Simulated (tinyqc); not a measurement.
# Traps spread exponentially in energy

For traps of total density Nt spread as exp(-E/kB Tc) below the band edge, with l = Tc/T: J = q mu Nc [eps0 eps_r l/(q Nt (l + 1))]^l [(2 l + 1)/(l + 1)]^(l + 1) V^(l + 1)/L^(2 l + 1). It needs trapped charge far above free charge, so only rows below a fifth of the trap-free current (9/8) eps0 eps_r mu V^2/L^3 are listed.

Inputs (values chosen for the exercise): relative permittivity eps_r = 15.2; mobility mu = 0.0052 cm^2/(V s); thickness L = 650 nm; band density of states Nc = 9.8e19 cm^-3; trap density Nt = 1.8e17 cm^-3; voltage V = 4 V.

Constants: q = 1.602176634e-19 C, eps0 = 8.8541878128e-14 F/cm where lengths are in cm. Results are converted to the units shown.

Traps spread exponentially in energy:
```
l    exponent of V  exponent of 1/L  J (A/cm^2)
4.8         5.8000           10.600    0.021021
5.7         6.7000           12.400   0.0023445
6.5         7.5000           14.000   3.3435e-4
7.3         8.3000           15.600   4.7745e-5
8.2         9.2000           17.400   5.3517e-6
9           10.000           19.000   7.6558e-7
```

J falls from 0.0210 to 7.66e-7 A/cm^2 at V = 4 V, well below q Nt L^2/(2 eps0 eps_r) = 45.3 V, near which the curves for different l come together. A slope above 2 on a log-log plot gives l, and its change with temperature tests the model.

Numbers from tinyqc (`OMP_NUM_THREADS=1 python tinyqc.py 2370132 2370133 out.jsonl`; about 0.01 s on one thread of a shared Intel Xeon 2.30GHz).
